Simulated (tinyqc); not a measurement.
AlGaN/GaN HEMT with access regions, lumped model: two steps of the calculation.

A polarisation-induced electron sheet under a Schottky gate, in series with two ungated access regions and contacts. Drift law v = mu E/(1 + mu E/vs) under the gate. Currents in mA/mm, resistances in ohm mm. No self-heating, no channel-length modulation; fits for polarisation, barrier and offset are chosen for the exercise.

Inputs (values chosen for the exercise); values close to those of AlGaN/GaN structures: aluminium share of the barrier x = 0.3; barrier thickness d = 25 nm; relative permittivity of barrier and channel eps_r = 9.2; channel mobility mu = 1500 cm^2/(V s); saturation velocity vs = 1.1e7 cm/s; gate length Lg = 1.5 um; source access length Ls = 2 um; drain access length Ld = 2 um; resistance of each contact Rc = 0.34 ohm mm; share of the drain-access electrons removed by traps ft = 0; gate voltage Vg = 1 V; drain voltage Vd = 0.5 V; critical field Ec = 2.7 MV/cm; depth over which the depleted charge spreads te = 0.45 um; insulator under the field plate tf = 500 nm; relative permittivity of that insulator ei = 7.

Constants: q = 1.602176634e-19 C, eps0 = 8.8541878128e-14 F/cm where lengths are in cm. Results are converted to the units shown.

Problem 1. Drain current. Access resistance R(L, n) = L/(q mu n sqrt(1 - (I/(q n vs))^2)); Rs = Rc + R(Ls, n0), Rd = Rc + R(Ld, (1 - ft) n0). Vg' = Vg - I Rs, Vd' = Vd - I (Rs + Rd); with u = Vg' - VT, Vc = vs Lg/mu and w the smaller of Vd' and Vc [sqrt(1 + 2 u/Vc) - 1] (0 if negative), the channel gives (mu Cb/Lg)(u w - w^2/2)/(1 + w/Vc). I(new) = I + 0.3 (channel current - I).

I at the start = 180 mA/mm
VT = -7.2759018 V
Cb = 0.32583411 uF/cm^2
n0 = 1.4796977e13 cm^-2

Find: Rs; Rd; Vg'; Vd'; channel current; I after iteration 1.

Solution 1.

Rs = 0.9038 ohm mm
Rd = 0.9038 ohm mm
Vg' = 0.8373 V
Vd' = 0.1746 V
channel current = 394.1 mA/mm
I after iteration 1 = 244.2 mA/mm

Problem 2. On-resistance and breakdown. sigma = (5e13 x + 1.6e13 x^2) cm^-2, phiB = 0.84 + 1.3 x, dEc = 0.7 (1.71 x + x^2) in volts, Cb = eps0 eps_r/d, VT = phiB - dEc - q sigma/Cb, access density n0 = -Cb VT/q. Ron = 2 Rc + Ls/(q mu n0) + Ld/(q mu (1 - ft) n0) + Lg/(mu Cb (Vg - VT)). Off state: a depleted stretch that holds the voltage V has the peak field sqrt(k V), k = 2 q n0/(eps0 eps_r te), so one edge holds V1 = Ec^2/k. The sheet under the plate pinches off at Vf = q n0 (1/Cb + tf/(eps0 ei)); beyond it the gate edge is screened. BV = V1 if Vf >= V1, else Vf + V1, and at most Ec Ld. Specific resistance Ron (Ls + Lg + Ld); figure of merit BV^2 over it.

Give: Ron; Vf; V1; BV; specific resistance; figure of merit.

Solution 2.

Ron = 2.1757 ohm mm
Vf = 198.53 V
V1 = 56.359 V
BV = 56.359 V
specific resistance = 0.11966 mohm cm^2
figure of merit = 26.544 MW/cm^2

The plate pinches off too late to screen the gate edge, so it adds nothing.

Program tinyqc, `OMP_NUM_THREADS=1 python tinyqc.py 2570149 2570150 out.jsonl`; Intel Xeon 2.30GHz, shared host, one thread, about 0.03 s.
